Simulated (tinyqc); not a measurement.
Five-level k.p model folded onto the conduction band: sweeps and comparisons. A value that a table varies takes the place of the one given here.

For k along z and one spin sector the level c couples to four states. With c0 = hbar^2/2m0, P = sqrt(Ep c0), P2 = sqrt(Ep2 c0): diagonal Eg + (1 + Cm) c0 k^2 for c, and 0, -Dso, E7 + D2, E7 for lh, so, G8 up, G7 up (their own dispersion is left out); couplings of c: sqrt(2/3) P k to lh, sqrt(1/3) P k to so, sqrt(2/3) P2 k to G8 up, sqrt(1/3) P2 k to G7 up (phases chosen real).

Expanding E = H_cc + S(E) about Eg in powers of k^2, with s_n = sum_j H_cj^2/(Eg - H_jj)^n: order k^2: e2 = (1 + Cm) c0 k^2 + s1; order k^4: e4 = -s2 e2; order k^6: e6 = s3 e2^2 + s2^2 e2.

Second-order sums for the lowest conduction level at E: 1/m = 1 + Cm + (Ep/3)(2/E + 1/(E + Dso)) - (Ep2/3)(2/(E7 + D2 - E) + 1/(E7 - E)); g/2 = 1 + Cg - (Ep/3)(1/E - 1/(E + Dso)) - (Ep2/3)(1/(E7 - E) - 1/(E7 + D2 - E)). E is counted from the top of the valence band; E = Eg at the edge.

Constants: hbar^2/2m0 = 3.80998211 eV angstrom^2.

Parameters, chosen for this exercise (near those of InP; shifted at random, so the results belong to these values and not to a real crystal): Eg = 1.419 eV (gap at Gamma to the s-like level); Dso = 0.108 eV (spin-orbit splitting); Ep = 20.6 eV (Kane energy); E7 = 4.81 eV (upper Gamma7 conduction level, from the valence top); D2 = 0.07 eV (its spin-orbit splitting, Gamma8 above Gamma7); Ep2 = 3.6 eV (Kane energy to the upper levels); Cm = -1.3 (remote term in 1/m); Cg = 0 (remote term in g/2).

## How far the series holds

Energies from Eg; Pk/Eg measures the coupling.

Levels (eV):
```
k (1/angstrom),Pk/Eg,to k^2,to k^4,to k^6,exact
0.0240,0.150,0.0282,0.0275,0.0276,0.0276
0.0549,0.343,0.1473,0.1303,0.1339,0.1331
0.0858,0.536,0.3598,0.2582,0.3110,0.2907
0.1167,0.729,0.6656,0.3178,0.6523,0.4754
0.1476,0.922,1.0647,0.1748,1.5441,0.6716
0.1785,1.114,1.5572,-0.3464,3.9372,0.8696
0.2094,1.307,2.1430,-1.4622,9.7022,1.0635
0.2403,1.500,2.8221,-3.4302,22.0674,1.2488
```

Within 2 % of the exact level stay: the k^2 term in no row, the sum to k^4 up to Pk/Eg = 0.15, the sum to k^6 up to Pk/Eg = 0.34. In the last row the errors are +1573, -4679 and +20819 meV: higher orders make it worse, since the series in k^2 converges only for Pk below about Eg/2 in the two-level limit E = Eg/2 + sqrt(Eg^2/4 + P^2 k^2).

## Mass and g factor above the band edge

The sums are evaluated at E = Eg + dE, as is done for confined or hot electrons.

Results:
```
dE (meV),m(E),g(E),m(E)/m(Eg),1 + dE/Eg
0,0.0780,1.301,1.0000,1.0000
20,0.0792,1.319,1.0157,1.0141
50,0.0810,1.345,1.0395,1.0352
100,0.0842,1.385,1.0795,1.0705
150,0.0873,1.421,1.1201,1.1057
200,0.0905,1.453,1.1612,1.1409
300,0.0971,1.511,1.2454,1.2114
```

Over 300 meV the mass grows by 24.5 %, against 21.1 % for two levels alone, and g moves from 1.301 to 1.511, towards the free value 2.

## Six materials (three-level Kane formulas for mass and g factor)

1/m = 1 + (Ep/3)(2/Eg + 1/(Eg + Dso)), g = 2 - (2 Ep/3)(1/Eg - 1/(Eg + Dso)). The inputs are values chosen for the exercise.

Results:
```
case,Eg (eV),Dso (eV),Ep (eV),m (m0),g,Eg/Ep
A near InAs,0.424,0.390,21.4,0.0230,-14.121,0.0198
B near CdTe,1.588,0.895,19.0,0.0868,-0.875,0.0836
C near GaSb,0.812,0.769,26.8,0.0349,-8.702,0.0303
D near ZnSe,2.865,0.408,23.9,0.1112,1.307,0.1199
E near InSb,0.237,0.797,23.6,0.0133,-49.169,0.0100
F near Ge,0.902,0.286,25.9,0.0365,-2.608,0.0348
```

The mass follows the gap: m/(Eg/Ep) lies between 0.93 and 1.33, while m itself spans a factor of 8.3. The order by mass equals the order by gap. g is negative for A, B, C, E and F; it needs Ep Dso > 3 Eg (Eg + Dso). Where g is small, two larger terms cancel: 5 % in Ep moves g by (2 - g)/20, and the levels left out move it by tenths. Remote bands, left out here, make real masses heavier, by up to a half in the wider-gap crystals. All rows are for the Gamma valley, which is not the lowest one in GaP and Ge.

## What each parameter does

Mass and g at E = Eg. Each row changes one parameter from the base and keeps the others.

Results:
```
case,m (m0),g
base,0.07796,1.3012
Eg = 1.561 eV,0.08681,1.4151
Dso = 0.119 eV,0.07815,1.2369
Ep = 22.66 eV,0.07020,1.2327
E7 = 5.291 eV,0.07718,1.3045
D2 = 0.063 eV,0.07796,1.3026
Ep2 = 3.24 eV,0.07733,1.3026
```

The largest shifts from the base row, up to three for each result and ties (the steps differ in size, so this ranks the rows, not the parameters). m (m0): Eg +0.00885, Ep -0.00776, E7 -0.00077; unchanged at the printed digits by D2. g: Eg +0.1139, Ep -0.0685, Dso -0.0643.

Run: tinyqc, `OMP_NUM_THREADS=1 python tinyqc.py 1081432 1081433 out.jsonl`; Intel(R) Xeon(R) Processor @ 2.30GHz, one thread, shared host; about 0.01 s of CPU time with all checks.
